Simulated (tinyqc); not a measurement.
Single-domain magnet: Stoner-Wohlfarth switching, Neel-Arrhenius retention, LLG dynamics and spin torque: one step, computed by the program tinyqc. Command: `OMP_NUM_THREADS=1 python tinyqc.py 3003423 3003424 out.jsonl macro walk`. One thread of a shared host (Intel(R) Xeon(R) Processor @ 2.30GHz), about 0.01 s of CPU time with the checks.

The moment is uniform, with unit vector m; z is the easy axis. mu_0 = 1.25663706212e-6 T m/A, gamma = 1.76085963023e11 rad/(s T).

Task: Spin-transfer switching. For axial symmetry and a polariser along z: I_c0 = (4 e alpha/(hbar eta)) K_eff V; relaxation time tau_D = (1 + alpha^2)/(alpha gamma mu_0 H_K); thermal start angle theta_0 = 1/sqrt(2 Delta); switching time about tau_D ln(pi/(2 theta_0))/(I/I_c0 - 1); precession frequency gamma mu_0 H_K/(2 pi (1 + alpha^2)).

Inputs (values chosen for the exercise, for a model magnet):

| quantity | value | unit |
|---|---|---|
| temperature T | 300 | K |
| damping alpha | 0.049 | - |
| spin-torque efficiency eta | 0.63 | - |
| drive I/I_c0 | 3.1 | - |

Shape: thin disc, easy axis normal to it.

K_eff = 73.22260 kJ/m^3

volume V = 4789.672 nm^3

stability factor Delta = 84.67328

anisotropy field mu_0 H_K = 0.3313240 T

Constants: e = 1.602176634e-19 C; hbar = 1.054571817e-34 J s.

Give: critical current I_c0; Delta/I_c0; tau_D; switching time, estimate; precession frequency.

Result:

critical current I_c0 = 165.8 microampere

Delta/I_c0 = 0.5108 1/microampere

tau_D = 0.3506 ns

switching time, estimate = 0.5039 ns

precession frequency = 9.263 GHz

Caution: a flat cylinder has a smaller N_z than the spheroid of the same t/d, so K_eff of a real disc is larger.
